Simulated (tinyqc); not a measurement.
Worked calculation: G0W0 on RHF in the sto-3g basis, for H3-, spin multiplicity 1. The basis has no diffuse functions, so it cannot describe the extra electron: this is an exercise in the method, not the real anion. One step of it, computed by the program tinyqc.

Task: G0W0 on Hartree-Fock: HOMO. W(p,q,m) = sqrt2 sum_ia (pq|ia) (X+Y)_ia,m; Sigma_c(x) = sum_(i,m) W^2/(x - e_i + w_m) + sum_(a,m) W^2/(x - e_a - w_m); solve x = e_p + Sigma_c(x) by Newton steps; Z = 1/(1 - dSigma/dx); 1 hartree = 27.211386 eV.

orbital energies (hartree): [-0.210032, 0.235575, 1.453369]

Two-electron integrals over orbitals (pq|rs), unique and non-zero (hartree):
```
(11|11) 0.589295    (21|21) 0.163092    (22|11) 0.529892    (22|22) 0.567336
(31|11) 0.085726    (31|22) -0.023840   (31|31) 0.129657    (32|21) -0.135133
(32|32) 0.137249    (33|11) 0.619492    (33|22) 0.556899    (33|31) 0.104135
(33|33) 0.694163
```

excitation energies w (hartree): [1.466828, 1.905147]

X + Y, order 1>3, 2>3:
```
[[0.000000, 0.934403],
 [0.911166, 0.000000]]
```

Give: The 12 largest terms at x = e_p; Newton steps; quasiparticle energy of the HOMO; Hartree-Fock value.

Result:

The 12 largest terms at x = e_p (hartree; W for the signs of X + Y given):
```
q  m       W      term
1  1  -0.174     0.016
3  1   0.177    -0.012
2  2  -0.032  5.21e-04
```

Newton steps (hartree):
```
step      x  Sigma_c(x)      Z
0     0.236    4.72e-03  0.987
1     0.240    4.66e-03  0.987
2     0.240    4.66e-03  0.987
```

quasiparticle energy of the HOMO = 6.537 eV

Hartree-Fock value = 6.410 eV
